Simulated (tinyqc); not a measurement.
Barrier from its over-barrier resonances.

Problem. A flat barrier of width d = 0.9 nm between equal leads transmits fully where k d = n pi, that is at E_n = U + C (n pi/d)^2/m, C = hbar^2/(2 m0), whatever the lead mass. Find m and U.

Constants: q = 1.602176634e-19 C, hbar = 1.054571817e-34 J s, m0 = 9.1093837015e-31 kg, hbar^2/(2 m0) = 0.0380998212 eV nm^2. Results are converted to the units shown.

energies of resonances n = 1 and 2 (eV): 2.3855183  7.7420734

Answer. The spacing is 3 C (pi/d)^2/m, which gives m; either energy then gives U.

m = 0.260 m0
U = 0.600 eV

tinyqc, about 0.01 s, one thread, Intel Xeon 2.30GHz (shared host): `OMP_NUM_THREADS=1 python tinyqc.py 2560038 2560039 out.jsonl`
